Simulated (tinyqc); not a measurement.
Worked calculation: RKS/BP86 in the 6-31g basis, for H3-, spin multiplicity 1. The basis has no diffuse functions, so it cannot describe the extra electron: this is an exercise in the method, not the real anion. One step of it, computed by the program tinyqc.

Task: Iteration 1: building the Kohn-Sham matrix. J_ij = sum D_kl (ij|kl); F = H + J + V_xc; E = tr D H + tr D J / 2 + E_xc + E_nn.

D at the start, order 1H 1s, 1H 2s, 2H 1s, 2H 2s, 3H 1s, 3H 2s:
```
[[0.917629, -0.098217, -0.432316, -0.505571, -0.215597, -0.725955],
 [-0.098217, 2.062358, 0.353044, -0.144770, 1.877049, -2.635923],
 [-0.432316, 0.353044, 0.249540, 0.208451, 0.378761, -0.063701],
 [-0.505571, -0.144770, 0.208451, 0.297824, -0.060920, 0.662996],
 [-0.215597, 1.877049, 0.378761, -0.060920, 1.725837, -2.281369],
 [-0.725955, -2.635923, -0.063701, 0.662996, -2.281369, 4.163163]]
```

core Hamiltonian H = T + V (hartree), order 1H 1s, 1H 2s, 2H 1s, 2H 2s, 3H 1s, 3H 2s:
```
[[-0.999729, -0.970870, -0.172593, -0.422231, -0.172593, -0.422231],
 [-0.970870, -1.118531, -0.394753, -0.651224, -0.394753, -0.651224],
 [-0.172593, -0.394753, -0.814187, -0.848867, -0.000427, -0.033040],
 [-0.422231, -0.651224, -0.848867, -0.944276, -0.033040, -0.143804],
 [-0.172593, -0.394753, -0.000427, -0.033040, -0.814187, -0.848867],
 [-0.422231, -0.651224, -0.033040, -0.143804, -0.848867, -0.944276]]
```

Two-electron integrals (ij|kl) in chemists' order, unique and non-zero (hartree):
```
(11|11) 1.076566   (21|11) 0.578470   (21|21) 0.329423   (22|11) 0.587396
(22|21) 0.361304   (22|22) 0.453150   (31|11) 0.047817   (31|21) 0.029033
(31|22) 0.035113   (31|31) 0.004522   (32|11) 0.113301   (32|21) 0.072908
(32|22) 0.100211   (32|31) 0.012960   (32|32) 0.048118   (33|11) 0.370686
(33|21) 0.243070   (33|22) 0.353352   (33|31) 0.047817   (33|32) 0.211101
(33|33) 1.076566   (41|11) 0.211101   (41|21) 0.121723   (41|22) 0.136174
(41|31) 0.012960   (41|32) 0.033448   (41|33) 0.113301   (41|41) 0.048118
(42|11) 0.280368   (42|21) 0.175640   (42|22) 0.229704   (42|31) 0.022587
(42|32) 0.073041   (42|33) 0.280368   (42|41) 0.073041   (42|42) 0.140482
(43|11) 0.243070   (43|21) 0.158727   (43|22) 0.228544   (43|31) 0.029033
(43|32) 0.121723   (43|33) 0.578470   (43|41) 0.072908   (43|42) 0.175640
(43|43) 0.329423   (44|11) 0.353352   (44|21) 0.228544   (44|22) 0.324370
(44|31) 0.035113   (44|32) 0.136174   (44|33) 0.587396   (44|41) 0.100211
(44|42) 0.229704   (44|43) 0.361304   (44|44) 0.453150   (51|11) 0.047817
(51|21) 0.029033   (51|22) 0.035113   (51|31) 0.001893   (51|32) 0.005109
(51|33) 0.017597   (51|41) 0.009282   (51|42) 0.013920   (51|43) 0.011583
(51|44) 0.017523   (51|51) 0.004522   (52|11) 0.113301   (52|21) 0.072908
(52|22) 0.100211   (52|31) 0.005109   (52|32) 0.014704   (52|33) 0.051950
(52|41) 0.023641   (52|42) 0.039306   (52|43) 0.034198   (52|44) 0.051902
(52|51) 0.012960   (52|52) 0.048118   (53|11) 0.000059   (53|21) 0.000033
(53|22) 0.000035   (53|31) 2.82e-06   (53|32) 0.000007   (53|33) 0.000023
(53|41) 0.000012   (53|42) 0.000017   (53|43) 0.000015   (53|44) 0.000021
(53|51) 2.82e-06   (53|52) 0.000007   (54|11) 0.008157   (54|21) 0.005106
(54|22) 0.006578   (54|31) 0.000350   (54|32) 0.000973   (54|33) 0.003389
(54|41) 0.001656   (54|42) 0.002620   (54|43) 0.002231   (54|44) 0.003378
(54|51) 0.000819   (54|52) 0.002645   (54|53) 4.88e-07   (54|54) 0.000157
(55|11) 0.370686   (55|21) 0.243070   (55|22) 0.353352   (55|31) 0.017597
(55|32) 0.051950   (55|33) 0.185546   (55|41) 0.079364   (55|42) 0.137323
(55|43) 0.122143   (55|44) 0.185531   (55|51) 0.047817   (55|52) 0.211101
(55|53) 0.000023   (55|54) 0.010511   (55|55) 1.076566   (61|11) 0.211101
(61|21) 0.121723   (61|22) 0.136174   (61|31) 0.009282   (61|32) 0.023641
(61|33) 0.079364   (61|41) 0.042358   (61|42) 0.060841   (61|43) 0.052125
(61|44) 0.077179   (61|51) 0.012960   (61|52) 0.033448   (61|53) 0.000012
(61|54) 0.002286   (61|55) 0.113301   (61|61) 0.048118   (62|11) 0.280368
(62|21) 0.175640   (62|22) 0.229704   (62|31) 0.013920   (62|32) 0.039306
(62|33) 0.137323   (62|41) 0.060841   (62|42) 0.100558   (62|43) 0.090164
(62|44) 0.134758   (62|51) 0.022587   (62|52) 0.073041   (62|53) 0.000017
(62|54) 0.004419   (62|55) 0.280368   (62|61) 0.073041   (62|62) 0.140482
(63|11) 0.008157   (63|21) 0.005106   (63|22) 0.006578   (63|31) 0.000819
(63|32) 0.002645   (63|33) 0.010511   (63|41) 0.002286   (63|42) 0.004419
(63|43) 0.006264   (63|44) 0.007401   (63|51) 0.000350   (63|52) 0.000973
(63|53) 4.88e-07   (63|54) 0.000066   (63|55) 0.003389   (63|61) 0.001656
(63|62) 0.002620   (63|63) 0.000157   (64|11) 0.056453   (64|21) 0.034724
(64|22) 0.043551   (64|31) 0.003375   (64|32) 0.009631   (64|33) 0.033960
(64|41) 0.013087   (64|42) 0.022076   (64|43) 0.021965   (64|44) 0.031174
(64|51) 0.003375   (64|52) 0.009631   (64|53) 3.35e-06   (64|54) 0.000632
(64|55) 0.033960   (64|61) 0.013087   (64|62) 0.022076   (64|63) 0.000632
(64|64) 0.004186   (65|11) 0.243070   (65|21) 0.158727   (65|22) 0.228544
(65|31) 0.011583   (65|32) 0.034198   (65|33) 0.122143   (65|41) 0.052125
(65|42) 0.090164   (65|43) 0.080406   (65|44) 0.122115   (65|51) 0.029033
(65|52) 0.121723   (65|53) 0.000015   (65|54) 0.006264   (65|55) 0.578470
(65|61) 0.072908   (65|62) 0.175640   (65|63) 0.002231   (65|64) 0.021965
(65|65) 0.329423   (66|11) 0.353352   (66|21) 0.228544   (66|22) 0.324370
(66|31) 0.017523   (66|32) 0.051902   (66|33) 0.185531   (66|41) 0.077179
(66|42) 0.134758   (66|43) 0.122115   (66|44) 0.185137   (66|51) 0.035113
(66|52) 0.136174   (66|53) 0.000021   (66|54) 0.007401   (66|55) 0.587396
(66|61) 0.100211   (66|62) 0.229704   (66|63) 0.003378   (66|64) 0.031174
(66|65) 0.361304   (66|66) 0.453150
```

nuclear repulsion = 0.92773003 hartree

V_xc (hartree), order 1H 1s, 1H 2s, 2H 1s, 2H 2s, 3H 1s, 3H 2s:
```
[[-0.514174, -0.253575, -0.028355, -0.101477, -0.021370, -0.085090],
 [-0.253575, -0.269390, -0.103975, -0.163744, -0.097521, -0.144250],
 [-0.028355, -0.103975, -0.506487, -0.270702, -0.000026, -0.005768],
 [-0.101477, -0.163744, -0.270702, -0.277224, -0.004694, -0.025890],
 [-0.021370, -0.097521, -0.000026, -0.004694, -0.554276, -0.277471],
 [-0.085090, -0.144250, -0.005768, -0.025890, -0.277471, -0.296857]]
```

E_xc = sum of w rho eps_xc = -1.28457206 hartree

Give: Coulomb J; Kohn-Sham matrix F; total energy of this density.

Result:

Coulomb J (hartree), order 1H 1s, 1H 2s, 2H 1s, 2H 2s, 3H 1s, 3H 2s:
```
[[1.8236, 1.1086, 0.1170, 0.4216, 0.1230, 0.4254],
 [1.1086, 1.4448, 0.3816, 0.7637, 0.4393, 0.8186],
 [0.1170, 0.3816, 1.5447, 0.9415, 0.0001, 0.0229],
 [0.4216, 0.7637, 0.9415, 1.2170, 0.0249, 0.1389],
 [0.1230, 0.4393, 0.0001, 0.0249, 1.9117, 1.1391],
 [0.4254, 0.8186, 0.0229, 0.1389, 1.1391, 1.4365]]
```

Kohn-Sham matrix F (hartree), order 1H 1s, 1H 2s, 2H 1s, 2H 2s, 3H 1s, 3H 2s:
```
[[0.3096, -0.1158, -0.0840, -0.1021, -0.0710, -0.0819],
 [-0.1158, 0.0569, -0.1172, -0.0512, -0.0530, 0.0231],
 [-0.0840, -0.1172, 0.2241, -0.1780, -0.0003, -0.0159],
 [-0.1021, -0.0512, -0.1780, -0.0045, -0.0128, -0.0308],
 [-0.0710, -0.0530, -0.0003, -0.0128, 0.5433, 0.0127],
 [-0.0819, 0.0231, -0.0159, -0.0308, 0.0127, 0.1954]]
```

total energy of this density = 0.260308 hartree
